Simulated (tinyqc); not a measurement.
Thickness from the minima: X-ray reflectivity of a thin film on silicon: critical angles, Parratt recursion, fringes and roughness. Computed by tinyqc, a small Python program. Command: `OMP_NUM_THREADS=1 python tinyqc.py 3120258 3120259 out.jsonl xrr walk`. One thread of a shared host (Intel(R) Xeon(R) Processor @ 2.30GHz), about 0.01 s of CPU time with the checks.

n = 1 - delta + i beta; the classical electron radius is r_e = 2.8179403e-6 nm. Layer 0 is vacuum, 1 the film, 2 the substrate.

Inputs (values chosen for the exercise, modelled on TaN on silicon, copper K-alpha radiation):
```
quantity                                        value     unit
wavelength lambda                             0.15406       nm
film density rho                                 14.4   g/cm^3
effective electrons per unit mass, film         0.411    mol/g
beta/delta, film                                0.086        -
film thickness d                                   57       nm
roughness of the surface sigma_1                  1.2       nm
roughness of the interface sigma_2               0.35       nm
substrate density                                2.33   g/cm^3
effective electrons per unit mass, substrate    0.507    mol/g
beta/delta, substrate                           0.023        -
grazing angle theta                               2.1  degrees
```

Constants: N_A = 6.02214076e+23 1/mol.

Method:
- delta = r_e lambda^2 rho_e/(2 pi), rho_e = density x electrons per mass x N_A; critical angle sqrt(2 delta), q_c = 4 sqrt(pi r_e rho_e).
- k_j = (2 pi/lambda) sqrt(sin^2 theta - 2 delta_j + 2 i beta_j); r_ij = (k_i - k_j)/(k_i + k_j) x exp(-2 k_i k_j sigma^2) (Nevot-Croce); r = (r_01 + r_12 p)/(1 + r_01 r_12 p), p = exp(2 i k_1 d); R = |r|^2.
- Far above the critical angle the period is d theta = lambda/(2 d), or 2 pi/d in q; the envelope runs between (|r_01| - |r_12 p|)^2 and (|r_01| + |r_12 p|)^2; contrast = 2 a b/(a^2 + b^2) with a = |r_01|, b = |r_12 p|; roughness factors on the amplitudes are about exp(-q^2 sigma^2/2).
- Minima of R theta^4 are located on 6001 points over 7.5 periods, from 1.15 times the larger critical angle. With refraction, sin^2(theta_m) = 2 delta + m^2 (lambda/(2 d))^2, m integer or half-integer; the first six minima are used, and the first order is the one that minimises the largest residual of the least-squares line plus the distance of its intercept from 2 delta. Without refraction, d = lambda/(2 x mean step of sin theta).

Constants:
```
layer      rho_e (1/nm^3)        delta         beta  critical angle (degrees)  q_c (1/nm)
film              3564.14  3.79391e-05  3.26276e-06                  0.499093    0.710523
substrate          711.40  7.57263e-06  1.74170e-07                  0.222977    0.317437
```

period in theta = 0.0774297 degrees

Minima:
```
order m  theta (degrees)  sin^2 theta
4                0.58983   1.0597e-04
5                0.63290   1.2201e-04
6                0.68265   1.4195e-04
7                0.73733   1.6560e-04
8                0.79589   1.9294e-04
9                0.85735   2.2389e-04
```

d with refraction = 57.161 nm

d without refraction = 82.496 nm

What follows from these numbers?

Against d = 57 nm the errors are +0.28 % with and +44.73 % without refraction. The orders are integers, as r_01 and r_12 have opposite signs for a film denser than the substrate.

Extremes, crossings and ranges named in words are read from the listed rows.
